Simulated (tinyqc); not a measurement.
MOS capacitor on a p-type substrate, surface potential from the exact charge relation: one step of the calculation.

Uniform p-type substrate, Boltzmann statistics, full ionisation, classical densities. psi is the surface potential against the body (positive when the bands bend down) and u = psi/Vt. Traps are spread evenly over the gap and neutral at flat band, so their charge is -q Dit psi; the minority quasi-Fermi level is shifted by Vb.

Question. Flat band, threshold and scales. ni = sqrt(Nc Nv) exp(-Eg/(2 Vt)), Eg in volts; phiF = Vt ln(N/ni); Cox = eps0 eox/tox; Vfb = phiM - chi - (Eg - Vt ln(Nv/N)) - q Nf/Cox; Q0 = sqrt(2 eps0 eps_r q N Vt); r = (ni/N)^2 exp(-Vb/Vt); VT = Vfb + [(2 phiF + Vb)(1 + q Dit/Cox) + sqrt(2 eps0 eps_r q N (2 phiF + Vb))/Cox].

Inputs (values chosen for the exercise); band and dielectric values close to those of silicon:

| symbol | value | unit | meaning |
|---|---|---|---|
| T | 300 | K | temperature |
| Eg | 1.1 | eV | band gap |
| eps_r | 11.8 |  | relative permittivity |
| Nc | 2.76e19 | cm^-3 | conduction-band density of states at T |
| Nv | 2.68e19 | cm^-3 | valence-band density of states at T |
| chi | 4.1 | eV | electron affinity |
| N | 2.8e16 | cm^-3 | acceptor density of the substrate |
| eox | 7.4 |  | relative permittivity of the gate insulator (close to silicon nitride) |
| tox | 5.9 | nm | insulator thickness |
| phiM | 4.39 | eV | gate work function |
| Nf | 0 | cm^-2 | fixed charge at the interface, in units of q |
| Dit | 0 | cm^-2 eV^-1 | density of interface traps |
| Vb | 0 | V | reverse bias of the inversion layer against the body |

Constants: q = 1.602176634e-19 C, kB = 1.380649e-23 J/K, Vt = kB T/q, eps0 = 8.8541878128e-14 F/cm where lengths are in cm. Results are converted to the units shown.

Give: ni; phiF; Cox; Vfb; Q0; r; VT.

Answer.

ni = 1.5665e10 cm^-3
phiF = 0.37217 V
Cox = 1.1105 uF/cm^2
Vfb = -0.63255 V
Q0 = 15.567 nC/cm^2
r = 3.1300e-13
VT = 0.18701 V

Numbers from tinyqc (`OMP_NUM_THREADS=1 python tinyqc.py 2060010 2060011 out.jsonl`; about 0.01 s on one thread of a shared Intel Xeon 2.30GHz).
